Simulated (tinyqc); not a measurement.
From results to parameters: diatomic chain. Computed by the program tinyqc.

Problem. A chain of two alternating masses has one spring constant k; at the zone edge omega^2 = 2k/M and 2k/m, and wavenumber = 521.4708 sqrt(omega^2) with omega^2 in eV/(angstrom^2 u). Find k, the heavier mass and the optical wavenumber at q = 0.

wavenumbers at the zone edge (cm^-1): 407.690998  796.559805
lighter mass = 25.200000 u

Solution. The upper value gives k = m omega^2/2, the ratio of the squares gives M/m, and at q = 0 omega^2 = 2k (1/m + 1/M), the sum of the two.

k = 29.4000 eV/angstrom^2
heavier mass = 96.200 u
optical wavenumber at q = 0 = 894.8293 cm^-1
